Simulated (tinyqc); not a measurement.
# Effective-mass impurity with a central-cell term, in a basis of Slater functions, step by step

A worked calculation. Computed by tinyqc, a small Python program that keeps every step. Command: `OMP_NUM_THREADS=1 python tinyqc.py 3019452 3019453 out.jsonl centralcell walk`. One thread of a shared host (Intel(R) Xeon(R) Processor @ 2.30GHz), about 0.01 s of CPU time with the checks. Intermediate numbers are printed to about 6 digits and carried at full precision; extremes and crossings named in words are read from the listed rows.

The envelope obeys H = -nabla^2 - (2/r) [Z + A exp(-kappa r)] in effective units, with kappa = a*/lambda; positive A deepens the well near the core.

Inputs (values chosen for the exercise, with mass and screening modelled on diamond): effective mass m = 0.591 m_0; dielectric constant eps = 5.51; charge Z of the core = 1; central-cell strength A = 0.57; central-cell range lambda = 1.5 angstrom; basis size n = 4; smallest exponent zeta_1 = 0.33 1/a*; ratio beta of exponents = 2.9.

Impurity: donor, one isotropic band.

Constants: Ry = 13.605693123 eV; a_0 = 0.529177210903 angstrom.

## Effective units

Units: Ry* = Ry m/eps^2 and a* = a_0 eps/m, with m in m_0. kappa = a*/lambda; the hydrogenic ground state is bound by Z^2 Ry*.

Ry* = 264.853 meV

a* = 4.93361 angstrom

kappa = 3.28908 1/a*

hydrogenic binding energy = 264.853 meV

Caution: the effective Bohr radius is only a few bond lengths, so the envelope approximation is rough.

## Matrices over the s basis

zeta_i = zeta_1 beta^(i-1), i = 1..n. For s functions exp(-zeta r), with s = zeta_i + zeta_j: S = 2/s^3, T = zeta_i zeta_j S, V = -2 Z/s^2, W = -2 A/(s + kappa)^2; each function is normalised by dividing by sqrt(S_ii S_jj).

exponents (1/a*): [0.33, 0.957, 2.7753, 8.04837]

overlap S:
```
[[1.00000, 0.66603, 0.23416, 0.05888],
 [0.66603, 1.00000, 0.66603, 0.23416],
 [0.23416, 0.66603, 1.00000, 0.66603],
 [0.05888, 0.23416, 0.66603, 1.00000]]
```

kinetic T (Ry*):
```
[[0.1089, 0.210339, 0.214456, 0.156375],
 [0.210339, 0.915849, 1.76895, 1.80358],
 [0.214456, 1.76895, 7.70229, 14.8769],
 [0.156375, 1.80358, 14.8769, 64.7763]]
```

Coulomb V (Ry*):
```
[[-0.66, -0.857179, -0.727141, -0.493292],
 [-0.857179, -1.914, -2.48582, -2.10871],
 [-0.727141, -2.48582, -5.5506, -7.20888],
 [-0.493292, -2.10871, -7.20888, -16.09674]]
```

central cell W (Ry*):
```
[[-0.0105079, -0.0386471, -0.0977472, -0.144993],
 [-0.0386471, -0.147632, -0.400362, -0.644877],
 [-0.0977472, -0.400362, -1.24745, -2.41695],
 [-0.144993, -0.644877, -2.41695, -6.32587]]
```

## Generalised eigenproblem

(T + V + W) c = E S c with c^T S c = 1 and the largest component positive.

two lowest levels (Ry*): [-1.20199, -0.26969]

coefficients of the lowest state: [-0.100628, 0.958573, 0.147902, -0.006786]

<T> = 1.41562 Ry*

<W> = -0.253453 Ry*

## Converged levels

Large basis: zeta_i = 0.06 x 1.6^(i-1), i = 1..22, same formulas; for p functions r exp(-zeta r): S = 24/s^5, T = zeta_i zeta_j S (centrifugal term included), V = -12 Z/s^4, W = -12 A/(s + kappa)^4; overlap eigenvalues below 1e-11 are dropped. Binding energies are -E Ry*; the effective quantum number is nu = Z/sqrt(-E); |psi(0)|^2 is given relative to the hydrogenic Z^3/(pi a*^3).

1s binding energy = 320.235 meV

2s binding energy = 72.0607 meV

2p binding energy = 66.4438 meV

effective quantum number of 1s = 0.909428

relative |psi(0)|^2 = 2.19222

The central cell moves 1s by +55.382 meV, 2s by +5.847 meV and 2p by +0.2305 meV: p states vanish at the core, so the 2p level gives the hydrogenic scale and 1s the chemical shift. The small basis lies 1.9 meV above the converged 1s level.

## Chemical shift by three methods

First order: shift = 8 A Z^3/(2 Z + kappa)^2 Ry*. One exponent: minimise zeta^2 - 2 Z zeta - 8 A zeta^3/(2 zeta + kappa)^2 by golden section on 0.2 to 6 Z. All shifts are the binding beyond Z^2 Ry*.

Shift of the 1s binding energy (meV):
```
A       first order  one exponent  large basis
-0.570     -43.1728      -35.7545     -34.7310
-0.285     -21.5864      -19.5659     -19.2858
0.057        4.3173        4.4076       4.4199
0.142       10.7553       11.3320      11.4104
0.285       21.5864       24.0275      24.3546
0.570       43.1728       53.9985      55.3819
0.712       53.9281       71.7435      73.9458
```

The three columns are ordered, first order <= one exponent <= large basis, since each is a variational bound with more freedom. At the largest attractive A first order gives 73 % and one exponent 97 % of the shift; at the most repulsive A the true shift is -34.731 meV against -43.173. Attraction pulls the envelope in and feeds itself, repulsion pushes it out and saturates.

## Convergence with the basis

The error is the lowest level above the large-basis value.

Error of the 1s level:
```
n  error (meV)  largest exponent (1/a*)
1      171.491              3.30000e-01
2       13.497              9.57000e-01
3        2.208              2.77530e+00
4        1.884              8.04837e+00
5        1.789              2.33403e+01
6        1.765              6.76868e+01
7        1.758              1.96292e+02
8        1.757              5.69246e+02
```

The error falls from 171 to 1.76 meV. The last function changes it by less than 5 %: it has levelled off, and what remains is set by beta and zeta_1, not by the range of exponents.

Checks made by the program: the large basis at A = 0 against Z^2, Z^2/4 and Z^2/4 (relative difference 5e-06).
